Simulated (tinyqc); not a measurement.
# Random telegraph noise from one oxide trap in a small MOSFET: what changes with what

An acceptor-like trap exchanges electrons with the channel. Inversion charge Q = Cox u, u = n Vt W0(exp((Vg - VT)/(n Vt))), W0 the Lambert function, n = nf, Cox = eps0 eox/tox; linear regime Id = (W/L) mu Q Vd. Relative to threshold the surface potential rises by Vt ln(u/u0) and the oxide voltage by the rest of Vg - VT, with u0 = n Vt W0(1).

Inputs (values chosen for the exercise); values of the order met in silicon transistors: temperature T = 250 K; relative permittivity of the gate insulator (close to aluminium oxide) eox = 9.12; insulator thickness tox = 4 nm; depth of the trap from the channel interface xt = 0.94 nm; trap level above the channel Fermi level at threshold E0 = -0.02 eV; capture prefactor s0 = 1e-15 cm^2; capture barrier (lattice relaxation) EB = 0.21 eV; tunnelling decay length lt = 0.16 nm; thermal velocity vth = 1.2e7 cm/s; thickness of the inversion layer zi = 1.8 nm; threshold voltage VT = 0.52 V; body factor nf = 1.2; gate width W = 250 nm; gate length L = 130 nm; mobility mu = 250 cm^2/(V s); scattering coefficient of the charged trap asc = 0 V s; drain voltage Vd = 0.05 V; gate voltage Vg = 0.55 V.

Constants: q = 1.602176634e-19 C, kB = 1.380649e-23 J/K, Vt = kB T/q, eps0 = 8.8541878128e-14 F/cm where lengths are in cm. Results are converted to the units shown.

Each table varies one quantity; the others keep the values above.

## Time constants and noise against gate voltage

N = Cox u/q; dpsi = Vt ln(u/u0); E = E0 - dpsi - (xt/tox)(Vg - VT - dpsi); capture time tc = 1/[(N/zi) vth s0 exp(-xt/lt - EB/Vt)]; emission time te = tc exp(-E/Vt); occupancy te/(tc + te). A = W L; threshold step dV = q (1 - xt/tox)/(Cox A); gm/Id = 1/(u + n Vt); relative step dI/I = (gm/Id) dV + asc mu/A. fc = (1/tc + 1/te)/(2 pi); rms = (dI/I) sqrt(tc te)/(tc + te).

Result of one run:
```
Vg (V)	E (eV)	tc (s)	te (s)	occupancy	dI/I (%)	fc (Hz)	rms dI/I (%)
0.73	-0.1090	4.465e-5	0.007030	0.9937	0.09919	3587	0.007855
```

What becomes of these results when the gate voltage Vg is changed from 0.73 to 0.55 V, all else the same?

Result of the changed run:
```
Vg (V)	E (eV)	tc (s)	te (s)	occupancy	dI/I (%)	fc (Hz)	rms dI/I (%)
0.55	-0.03769	2.594e-4	0.001492	0.8519	0.3471	720.2	0.1233
```

The whole series:
```
Vg (V)	E (eV)	tc (s)	te (s)	occupancy	dI/I (%)	fc (Hz)	rms dI/I (%)
0.25	0.2062	9.637	6.707e-4	6.960e-5	0.7226	237.3	0.006028
0.31	0.1539	0.9464	7.481e-4	7.898e-4	0.7224	212.9	0.02029
0.37	0.1016	0.09318	8.348e-4	0.008880	0.7205	192.4	0.06759
0.43	0.04967	0.009398	9.369e-4	0.09066	0.7017	186.8	0.2015
0.49	8.693e-4	0.001144	0.001099	0.4899	0.5803	283.9	0.2901
0.55	-0.03769	2.594e-4	0.001492	0.8519	0.3471	720.2	0.1233
0.61	-0.06590	1.102e-4	0.002348	0.9552	0.2038	1512	0.04216
0.67	-0.08877	6.473e-5	0.003987	0.9840	0.1354	2499	0.01698
0.73	-0.1090	4.465e-5	0.007030	0.9937	0.09919	3587	0.007855
```

tc falls from 9.64 to 4.46e-5 s as the channel fills and te rises from 6.71e-4 to 0.00703 s; they are equal at Vg = 0.491 V, where E = 0. The rms noise goes from 0.00603 through a maximum of 0.290 (at Vg = 0.49 V among the rows listed) to 0.00786 %. The slope -Vt d ln(tc/te)/dVg is 0.872 between the first two rows and 0.337 between the last two; it tends to xt/tox = 0.235 only when the surface potential stops moving.

## Effect of the gate length

Same model as above.

The same in every row: E (eV) = -0.03769; tc (s) = 2.594e-4; te (s) = 0.001492; occupancy = 0.8519; fc (Hz) = 720.2.

Results:
```
L (nm)	dI/I (%)	rms dI/I (%)
15	3.008	1.069
25	1.805	0.6411
41	1.101	0.3909
67	0.6735	0.2392
110	0.4102	0.1457
300	0.1504	0.05343
500	0.09025	0.03206
```

Estimate the missing row, L = 180 nm.

Computed row:
```
L (nm)	dI/I (%)	rms dI/I (%)
180	0.2507	0.08904
```

With this row back in the table: As L goes from 15 to 500, tc stays at 2.59e-4 s, te stays at 0.00149 s and dI/I falls from 3.01 to 0.0902 %. The step goes as 1/(W L), while the times do not depend on the size.

Range of the model: VT is taken as given; short-channel effects and the uneven flow of current among few electrons are left out.

tinyqc, about 0.01 s, one thread, Intel Xeon 2.30GHz (shared host): `OMP_NUM_THREADS=1 python tinyqc.py 2710078 2710079 out.jsonl`
